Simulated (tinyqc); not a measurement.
Off-state leakage of single and stacked transistors: two steps of the calculation.

n-channel devices of unit width. Subthreshold current I(Vg, Vs, Vd) = I0 (T/300 K)^0.5 exp[(Vg - Vs - VT(T) - gb (Vs - Vb) + dd (Vd - Vs))/(nf Vt)] (1 - exp(-(Vd - Vs)/Vt)), VT(T) = VT - cT (T - 300 K). Gate-edge tunnelling Ig (Vd/1 V) exp(ag (Vd - 1 V)), for a gate at 0 V, and band-to-band leakage Ab u exp(-Bb/u), u = Vd - Vb + 1 V, flow at a drain held at V; both are taken as independent of T. In a stack of off transistors (all gates at 0 V) the same subthreshold current passes through each.

Inputs (values chosen for the exercise); values of the order met in bulk silicon logic transistors: temperature T = 358 K; supply voltage V = 0.9 V; threshold at 300 K, zero drain and body bias VT = 0.25 V; fall of the threshold with temperature cT = 0.5 mV/K; current at threshold at 300 K I0 = 0.11 uA/um; slope factor nf = 1.24; drain-induced lowering per volt dd = 0.04; rise of the threshold per volt of source-body bias gb = 0.14; gate-edge tunnelling current at 1 V Ig = 1e-5 uA/um; exponential slope of the gate current ag = 5 1/V; prefactor of band-to-band leakage at the drain Ab = 1 uA/(um V); its exponential voltage Bb = 23 V; body voltage Vb = -0.3 V.

Constants: q = 1.602176634e-19 C, kB = 1.380649e-23 J/K, Vt = kB T/q. Results are converted to the units shown.

Task 1. Leakage of one transistor. Vg = Vs = 0, Vd = V; effective threshold VT(T) - gb Vb - dd V.

Wanted: effective threshold; parts; total; shares.

Result 1.

effective threshold = 0.2270 V
parts (nA/um): subthreshold 0.3182, gate edge 0.005459, band-to-band 0.06340
total = 0.3870 nA/um
shares (%): subthreshold 82.21, gate edge 1.410, band-to-band 16.38

The subthreshold part is the largest.

Task 2. New Vx. Stack of two, Vx the node between them: I_low = I(0, 0, Vx), I_up = I(0, Vx, V), f = ln(I_up/I_low), f' = -(1 + gb + 2 dd)/(nf Vt) - 1/(Vt (exp(Vx/Vt) - 1)) - 1/(Vt (exp((V - Vx)/Vt) - 1)), Vx(new) = Vx - f/f'.

Vx at the start = 0.03 V

Give: I_low; I_up; f; f'; Vx after iteration 1.

Result 2.

I_low = 0.07966 nA/um
I_up = 0.1261 nA/um
f = 0.4594
f' = -51.60 1/V
Vx after iteration 1 = 0.03890 V

Program tinyqc, `OMP_NUM_THREADS=1 python tinyqc.py 2242215 2242216 out.jsonl`; Intel Xeon 2.30GHz, shared host, one thread, about 0.03 s.
